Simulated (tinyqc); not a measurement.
# Permittivity and interlayer from two capacitances

Inverse problem. A two-layer stack has Cox = eps0/(t1/e1 + t2/e2) and EOT = 3.9 eps0/Cox. Find e2, the EOT of layer 1 and, with e1 given, t1.

Parameters, values chosen for the exercise: relative permittivity of layer 1 e1 = 3.83.

Constants: eps0 = 8.8541878128e-14 F/cm where lengths are in cm. Results are converted to the units shown.

Cox at t2 = 2.1 and 7.7 nm (uF/cm^2): 3.4813451  1.7199361

Solution. EOT is linear in t2 with slope 3.9/e2, and its intercept is the EOT of layer 1.

e2 = 21.50
EOT of layer 1 = 0.6110 nm
t1 = 0.6000 nm

Program tinyqc, `OMP_NUM_THREADS=1 python tinyqc.py 2010065 2010066 out.jsonl`; Intel Xeon 2.30GHz, shared host, one thread, about 0.01 s.
